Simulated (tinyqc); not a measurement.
Propagation of a band-gap error through k.p and effective-mass formulas: one step. Binding energies and densities for both gaps. Four cases, with inputs chosen for the exercise.

Problem. Use the values of the table.

Donor: R = Ry me/e0^2, a_B = a0 e0/me, Mott density (0.26/a_B)^3. Nc, Nv = 2 (m kT/(4 pi c))^(3/2), c = hbar^2/2m0, ni = sqrt(Nc Nv) exp(-E/2kT). Exciton: Ry mu/e0^2 with 1/mu = 1/me + g1(E). 1 angstrom^-3 = 1e24 cm^-3.

Constants: Ry = 13.60569312 eV; a0 (Bohr radius) = 0.5291772105 angstrom; kB = 8.617333262e-05 eV/K; hbar^2/2m0 = 3.80998211 eV angstrom^2.

Case 1.

Values chosen (reference values near those of ZnSe, gap at low temperature; shifted at random, so the results belong to these values and not to a real crystal):
- mh = 0.37 m0 (density-of-states mass of the holes)
- T = 77 K (temperature)
- Eg = 2.832 eV (gap at Gamma to the s-like level)
- Eg2 = 3.144 eV (a wrong gap, of the size a hybrid functional can give)

Band values at the two gaps:
```
quantity,at Eg,at Eg2,ratio
me,0.110464,0.120753,1.09314
g*,1.29751,1.42283,-
g1,3.77000,3.49201,0.92626
g2,1.24000,1.10100,0.88791
light hole,0.160000,0.175623,1.09764
heavy hole,0.775194,0.775194,1.00000
ei,5.87000,5.47643,0.93295
e0,8.66000,8.26643,0.95455
```

Case 2.

Values chosen (reference values near those of GaSb, gap at low temperature; shifted at random, so the results belong to these values and not to a real crystal):
- mh = 0.51 m0 (density-of-states mass of the holes)
- T = 400 K (temperature)
- Eg = 0.825 eV (gap at Gamma to the s-like level)
- Eg2 = 0.355 eV (a wrong gap)

Band values at the two gaps:
```
quantity,at Eg,at Eg2,ratio
me,0.0357530,0.0170497,0.47687
g*,-8.30303,-31.9914,-
g1,13.4200,27.5956,2.05630
g2,4.69000,11.7778,2.51125
light hole,0.0438596,0.0195499,0.44574
heavy hole,0.247525,0.247525,1.00000
ei,14.1700,17.9561,1.26719
e0,15.7400,19.5261,1.24054
```

Case 3.

Values chosen (reference values near those of GaAs, gap at low temperature; shifted at random, so the results belong to these values and not to a real crystal):
- mh = 0.5 m0 (density-of-states mass of the holes)
- T = 77 K (temperature)
- Eg = 1.541 eV (gap at Gamma to the s-like level)
- Eg2 = 0.462 eV (a wrong gap, of the size a semi-local functional can give)

Band values at the two gaps:
```
quantity,at Eg,at Eg2,ratio
me,0.0608425,0.0208061,0.34197
g*,0.0359120,-13.3982,-
g1,6.96000,19.7413,2.83640
g2,2.07000,8.46067,4.08728
light hole,0.0900901,0.0272757,0.30276
heavy hole,0.354610,0.354610,1.00000
ei,10.8500,16.8791,1.55568
e0,13.0100,19.0391,1.46342
```

Case 4.

Values chosen (reference values near those of ZnSe, gap at low temperature; shifted at random, so the results belong to these values and not to a real crystal):
- mh = 0.55 m0 (density-of-states mass of the holes)
- T = 77 K (temperature)
- Eg = 2.789 eV (gap at Gamma to the s-like level)
- Eg2 = 1.311 eV (a wrong gap, of the size a semi-local functional can give)

Band values at the two gaps:
```
quantity,at Eg,at Eg2,ratio
me,0.105757,0.0545968,0.51625
g*,1.27051,-0.896405,-
g1,3.78000,7.09465,1.87689
g2,1.24000,2.89732,2.33655
light hole,0.159744,0.0775838,0.48567
heavy hole,0.769231,0.769231,1.00000
ei,5.81000,8.61578,1.48292
e0,8.75000,11.5558,1.32066
```

Give: a table of quantity, at Eg, at Eg2, ratio.

Solution.

Case 1.

Results:
```
quantity,at Eg,at Eg2,ratio
R (meV),20.04,24.04,1.20
a_B (angstrom),41.49,36.23,0.873
Mott density (cm^-3),2.462e+17,3.697e+17,1.50
Nc (cm^-3),1.198e+17,1.369e+17,1.14
ni (cm^-3),6.203e-76,4.085e-86,6.58e-11
exciton (meV),14.15,16.91,1.20
```

Power laws carry the error on: the donor energy (me/e0^2) by a factor of 1.20, the Mott density (cube of me/e0) by 1.50. ni, with its exponential, changes by a factor of 6.58e-11, that is 10.2 decades.

Case 2.

Results:
```
quantity,at Eg,at Eg2,ratio
R (meV),1.963,0.6084,0.310
a_B (angstrom),233.0,606.0,2.60
Mott density (cm^-3),1.390e+15,7.896e+13,0.0568
Nc (cm^-3),2.612e+17,8.601e+16,0.329
ni (cm^-3),1.217e+13,6.383e+15,524
exciton (meV),1.327,0.4138,0.312
```

Power laws carry the error on: the donor energy (me/e0^2) by a factor of 0.310, the Mott density (cube of me/e0) by 0.0568. ni, with its exponential, changes by a factor of 524, that is 2.7 decades.

Case 3.

Results:
```
quantity,at Eg,at Eg2,ratio
R (meV),4.891,0.7809,0.160
a_B (angstrom),113.2,484.2,4.28
Mott density (cm^-3),1.213e+16,1.548e+14,0.0128
Nc (cm^-3),4.897e+16,9.793e+15,0.200
ni (cm^-3),8.821e-34,80.75,9.16e+34
exciton (meV),3.436,0.5536,0.161
```

Power laws carry the error on: the donor energy (me/e0^2) by a factor of 0.160, the Mott density (cube of me/e0) by 0.0128. ni, with its exponential, changes by a factor of 9.16e+34, that is 35.0 decades.

Case 4.

Results:
```
quantity,at Eg,at Eg2,ratio
R (meV),18.79,5.563,0.296
a_B (angstrom),43.78,112.0,2.56
Mott density (cm^-3),2.094e+17,1.251e+16,0.0597
Nc (cm^-3),1.122e+17,4.163e+16,0.371
ni (cm^-3),2.064e-74,2.939e-26,1.42e+48
exciton (meV),13.43,4.010,0.299
```

Power laws carry the error on: the donor energy (me/e0^2) by a factor of 0.296, the Mott density (cube of me/e0) by 0.0597. ni, with its exponential, changes by a factor of 1.42e+48, that is 48.2 decades.

Computed by tinyqc, one run a case: `OMP_NUM_THREADS=1 python tinyqc.py N N+1 out.jsonl` with N = 1880758, 1880806, 1880818, 1880906; one thread of a shared Intel(R) Xeon(R) Processor @ 2.30GHz, about 0.01 s a run at most.
